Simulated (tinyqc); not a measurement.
Worked calculation: deep-level transient spectroscopy (DLTS) of one majority-carrier trap. Computed by tinyqc, a small Python program that keeps every step. Command: `OMP_NUM_THREADS=1 python tinyqc.py 3018485 3018486 out.jsonl dlts walk`. One thread of a shared host (Intel(R) Xeon(R) Processor @ 2.30GHz), about 0.09 s of CPU time with the checks. Intermediate numbers are printed to about 6 digits and carried at full precision; extremes and crossings named in words are read from the listed rows.

A filling pulse loads the traps in a one-sided junction; under reverse bias they empty at the rate e, and the capacitance relaxes as C(t) = C_0 - dC exp(-e t). The signal is S = [C(t_2) - C(t_1)]/dC.

Inputs (values chosen for the exercise, with mass and screening modelled on ZnSe):
```
quantity                    value   unit
density-of-states mass m    0.724    m_0
valleys M                       1      -
trap depth E_t              0.843     eV
cross-section sigma_0     4.1e-14   cm^2
degeneracy ratio g              1      -
gate time t_1              0.0001      s
ratio t_2/t_1                   5      -
temperature T                 393      K
doping N                    5e+16  cm^-3
trap density N_t          2.1e+14  cm^-3
dielectric constant eps      8.74      -
built-in voltage V_b         0.98      V
reverse bias V_r              2.2      V
diode area                 0.0062   cm^2
capture barrier E_b         0.021     eV
```

Carriers: holes. Extra term: capture barrier.

Constants: k_B = 8.617333262e-05 eV/K; k_B = 1.380649e-23 J/K; m_0 = 9.1093837015e-31 kg; h = 6.62607015e-34 J s; eps_0 = 8.8541878128e-12 F/m; e = 1.602176634e-19 C.

## Emission rate at T

e = g sigma v N_b exp(-E/k_B T), v = sqrt(3 k_B T/m), N_b = 2 M (2 pi m k_B T/h^2)^(3/2), sigma = sigma_0 exp(-E_b/k_B T), E = E_t.

thermal velocity v = 1.57103e+07 cm/s

N_b = 2.31786e+19 cm^-3

sigma = 2.20538e-14 cm^2

E = 0.843 eV

emission rate e = 124.233 1/s

## Rate window and signal

S(e) = exp(-e t_1) - exp(-e t_2) peaks at the rate window e_0 = ln(t_2/t_1)/(t_2 - t_1).

rate window e_0 = 4023.59 1/s

peak height S_max = 0.534992

signal at T = 0.0478802

At this T the trap empties slower than the window, by a factor 32.4: the point lies on the low-temperature side of the peak.

## Peak temperature and width

T_p solves e(T) = e_0 (bisection between 15 and 1500 K); the half-height points solve S = S_max/2 on either side.

peak temperature T_p = 449.544 K

lower half-height point = 422.676 K

upper half-height point = 472.496 K

full width = 49.8200 K

The width is 11.1 % of T_p, and E_t is 21.8 k_B T_p.

## Peaks for six windows

t_1 is scaled by 0.1, 0.3, 1, 3, 10 and 30 at fixed t_2/t_1; each T_p by bisection.

Arrhenius data:
```
t_1 (s)  e_0 (1/s)  T_p (K)  1/(k_B T_p) (1/eV)  ln(e_0/T_p^2)
0.00001    40235.9  496.378             23.3784       -1.81216
0.00003    13412.0  472.923             24.5379       -2.81396
0.00010     4023.6  449.544             25.8140       -3.91653
0.00030     1341.2  430.067             26.9830       -4.92657
0.00100      402.4  410.507             28.2688       -6.03744
0.00300      134.1  394.097             29.4459       -7.05446
```

## Arrhenius fit

Least squares of ln(e_0/T_p^2) on 1/(k_B T_p): slope -E_a, intercept ln(gamma sigma_a) with gamma = v N_b/T^2 = sqrt(3 k_B/m) 2 M (2 pi m k_B/h^2)^(3/2). For comparison, the slope of ln e_0 alone.

apparent depth E_a = 0.864000 eV

intercept = 18.3868

gamma = 2.35769e+21 cm^-2 s^-1 K^-2

apparent cross-section = 4.10000e-14 cm^2

slope without T^2 = 0.939995 eV

The apparent depth is 0.8640 eV against E_t = 0.843 eV, and the apparent cross-section is 1.000 times sigma_0: the capture barrier adds to the slope, so the true depth needs a separate measurement of capture. Leaving out the T^2 factor overstates the slope by 76 meV, about 2 k_B T_p.

## Signal size and trap density

W = sqrt(2 eps eps_0 (V_b + V_r)/(e N)), C_0 = eps eps_0 area/W. The pulse goes to zero bias, W_0 = W(V_r = 0). Traps within lambda = sqrt(2 eps eps_0 (E_t - E_F)/(e^2 N)) of the depletion edge stay filled, with E_F = k_B T_p ln(N_b/N) from the band, N_b = 2 M (2 pi m k_B T_p/h^2)^(3/2) (dopants taken as fully ionised). dC = C_0 (N_t/2N) f, f = [(W - lambda)^2 - max(W_0 - lambda, 0)^2]/W^2. The simple estimate is 2 N dC/C_0.

depletion width W = 0.247867 micrometre

C_0 = 193.568 pF

lambda = 0.107431 micrometre

f = 0.306198

transient amplitude dC = 124.467 fF

simple estimate of N_t = 6.43015e+13 cm^-3

The simple estimate finds 31 % of the traps.

Checks made by the program: the maximum of S(T) on a fine grid against T_p (relative difference below 1e-10).
